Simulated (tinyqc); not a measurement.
Keating valence-force model of a tetrahedral crystal: one step, computed by the program tinyqc. Command: `OMP_NUM_THREADS=1 python tinyqc.py 3001611 3001612 out.jsonl keating walk`. One thread of a shared host (Intel(R) Xeon(R) Processor @ 2.30GHz), about 0.04 s of CPU time with the checks.

Atom A sits at 0 and atom B at a/4 (1,1,1) of an fcc lattice; the four bonds from A are t = a/4 (1,1,1), a/4 (1,-1,-1), a/4 (-1,1,-1), a/4 (-1,-1,1), of length d = sqrt(3) a/4. Energy: E = (3 alpha/(8 d^2)) sum over bonds (r.r - d^2)^2 + (3 beta/(8 d^2)) sum over pairs of bonds at one atom (r_i.r_j + d^2/3)^2, with beta_A for the six pairs at A and beta_B for the six at B. The cell holds two atoms, Omega = a^3/4. 1 N/m = 1 J/m^2. With constants fitted to the elastic moduli this model puts optical and zone-boundary frequencies of real crystals too high, by up to about 20 % in elemental crystals and up to about 50 % in compounds, and mostly by more for TA modes; in compounds the lattice part of the static dielectric constant then comes out too low.

Problem. Frequencies at q. Diagonalise the Hermitian matrix D. An eigenvalue lambda of D in eV/(angstrom^2 u) gives nu = 15.6333042 THz x sqrt(lambda). The weight on A is the sum of |e|^2 over the three components of atom A.

Structure: zinc blende.

D(q) (eV/(angstrom^2 u)), rows A x, A y, A z, B x, B y, B z:
$$\begin{pmatrix}
0.5072759 & 0.0075364+0.0046077i & 0.0132771+0.0002336i & -0.2383363+0.0113191i & 0.0157334-0.0675381i & 0.0317810-0.0334352i \\
0.0075364-0.0046077i & 0.4991514 & 0.0073368-0.0043103i & 0.0157334-0.0675381i & -0.2383363+0.0113191i & 0.0150966-0.0703871i \\
0.0132771-0.0002336i & 0.0073368+0.0043103i & 0.5062829 & 0.0317810-0.0334352i & 0.0150966-0.0703871i & -0.2383363+0.0113191i \\
-0.2383363-0.0113191i & 0.0157334+0.0675381i & 0.0317810+0.0334352i & 0.1826789 & 0.0027140-0.0016593i & 0.0047813-0.0000841i \\
0.0157334+0.0675381i & -0.2383363-0.0113191i & 0.0150966+0.0703871i & 0.0027140+0.0016593i & 0.1797531 & 0.0026421+0.0015522i \\
0.0317810+0.0334352i & 0.0150966+0.0703871i & -0.2383363-0.0113191i & 0.0047813+0.0000841i & 0.0026421-0.0015522i & 0.1823213
\end{pmatrix}$$

Constants: nu for 1 eV/(angstrom^2 u) = 15.6333042 THz.

Give: frequencies; weights on atom A.

Solution.

frequencies (THz): [2.19, 2.56, 4.38, 12.41, 12.61, 12.62]

weights on atom A: [0.2502, 0.2444, 0.1983, 0.7918, 0.7638, 0.7514]
